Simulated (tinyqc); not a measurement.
## Subthreshold parameters from three currents

Problem. Far below threshold and for Vds well above Vt the virtual-source current tends to I = Cinv n Vt vx0 exp((Vgs - VT0 + dl Vds + al Vt)/(n Vt)) per width, with constant n; the three currents follow this limit. Find n, dl and VT0.

Values chosen for this exercise: temperature T = 350 K; inversion capacitance Cinv = 3.97 uF/cm^2; velocity at the virtual source vx0 = 3.92e7 cm/s; threshold shift (in units of Vt) from weak to strong inversion al = 3.5.

Constants: q = 1.602176634e-19 C, kB = 1.380649e-23 J/K, Vt = kB T/q. Results are converted to the units shown.

I at (Vgs, Vds) = (-0.2, 0.3), (-0.09, 0.3) and (-0.2, 1) V (nA/um): 31.918757  346.17406  58.554973

Answer. The first two currents differ in Vgs alone and give n; the first and third differ in Vds alone and give dl; the size of the first then gives VT0.

n = 1.53
dl = 0.0400 V/V
VT0 = 0.380 V

tinyqc, about 0.01 s, one thread, Intel Xeon 2.30GHz (shared host): `OMP_NUM_THREADS=1 python tinyqc.py 2380042 2380043 out.jsonl`
